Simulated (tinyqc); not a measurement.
Worked calculation: Hubbard ring of 3 sites. One step of it, computed by the program tinyqc.

Task: The many-body Hamiltonian. Basis: all placements (u, d, 2, 0 on each site), up operators ordered before down ones; hops carry the sign of the same-spin electrons passed.

one-body matrix (hopping and site energies) (eV), order 1, 2, 3:
$$\begin{pmatrix}
0.960000 & -1.550000 & -1.550000 \\
-1.550000 & -0.160000 & -1.550000 \\
-1.550000 & -1.550000 & -0.630000
\end{pmatrix}$$

U = 6.900000 eV

electrons, up and down: [2, 1]

Give: H.

Result:

H (eV):
```
         2u0      u20      uud      20u      udu      u02      duu      02u
2u0   8.6600  -1.5500  -1.5500  -1.5500   0.0000   0.0000   1.5500   0.0000
u20  -1.5500   7.5400  -1.5500   0.0000  -1.5500   0.0000   0.0000   1.5500
uud  -1.5500  -1.5500   0.1700   0.0000   0.0000  -1.5500   0.0000   0.0000
20u  -1.5500   0.0000   0.0000   8.1900  -1.5500  -1.5500  -1.5500   0.0000
udu   0.0000  -1.5500   0.0000  -1.5500   0.1700  -1.5500   0.0000  -1.5500
u02   0.0000   0.0000  -1.5500  -1.5500  -1.5500   6.6000   0.0000   0.0000
duu   1.5500   0.0000   0.0000  -1.5500   0.0000   0.0000   0.1700  -1.5500
02u   0.0000   1.5500   0.0000   0.0000  -1.5500   0.0000  -1.5500   5.9500
0u2   0.0000   0.0000   1.5500   0.0000   0.0000  -1.5500  -1.5500  -1.5500

         0u2
2u0   0.0000
u20   0.0000
uud   1.5500
20u   0.0000
udu   0.0000
u02  -1.5500
duu  -1.5500
02u  -1.5500
0u2   5.4800
```
